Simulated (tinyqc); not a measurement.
Worked calculation: LCCD on RHF in the cc-pvdz basis, for He, spin multiplicity 1. One step of it, computed by the program tinyqc.

Question. LCCD: starting amplitudes. t_ij^ab = <ij||ab> / (e_i + e_j - e_a - e_b), whose energy is MP2.

orbital energies (hartree): MO1 -0.914148, MO2 1.397442, MO3 2.524372, MO4 2.524372, MO5 2.524372

Two-electron integrals over orbitals (pq|rs), unique and non-zero (hartree):
```
p,q,r,s,(pq|rs)
1,1,1,1,1.026865
2,1,1,1,-0.316447
2,1,2,1,0.227505
2,2,1,1,0.857592
2,2,2,1,-0.255195
2,2,2,2,0.765495
3,1,3,1,0.183149
3,2,3,1,-0.025386
3,2,3,2,0.028529
3,3,1,1,0.961262
3,3,2,1,-0.230485
3,3,2,2,0.774953
3,3,3,3,1.040531
4,1,4,1,0.183149
4,2,4,1,-0.025386
4,2,4,2,0.028529
4,3,4,3,0.063706
4,4,1,1,0.961262
4,4,2,1,-0.230485
4,4,2,2,0.774953
4,4,3,3,0.913119
4,4,4,4,1.040531
5,1,5,1,0.183149
5,2,5,1,-0.025386
5,2,5,2,0.028529
5,3,5,3,0.063706
5,4,5,4,0.063706
5,5,1,1,0.961262
5,5,2,1,-0.230485
5,5,2,2,0.774953
5,5,3,3,0.913119
5,5,4,4,0.913119
5,5,5,5,1.040531
```

Give: Starting amplitudes; correlation energy.

Answer.

Starting amplitudes (spin orbitals 1a, 1b, ...; amplitudes related by a flip of all spins are not repeated):
```
from,to,t
1a 1b,2a 2b,-0.0492
1a 1b,3a 3b,-0.0266
1a 1b,4a 4b,-0.0266
1a 1b,5a 5b,-0.0266
```

correlation energy = -0.025828 hartree
